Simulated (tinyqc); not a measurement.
# Avrami exponent and activation energy from three anneals

Problem. Isothermal crystallisation follows X = 1 - exp(-(k t)^n) with k proportional to exp(-Ec q/(kB T)). Find n, k at both temperatures and Ec.

Constants: q = 1.602176634e-19 C, kB = 1.380649e-23 J/K. Results are converted to the units shown.

X at (410 K, 820 s), (410 K, 1640 s) and (430 K, 35 s): 0.12050994  0.87185697  0.34173539

Answer. -ln(1 - X) = (k t)^n: the two times give n, and the two rates give Ec.

n = 4.00
k at 410 K = 7.30e-4 1/s
k at 430 K = 0.0230 1/s
Ec = 2.62 eV

Numbers from tinyqc (`OMP_NUM_THREADS=1 python tinyqc.py 2490052 2490053 out.jsonl`; about 0.03 s on one thread of a shared Intel Xeon 2.30GHz).
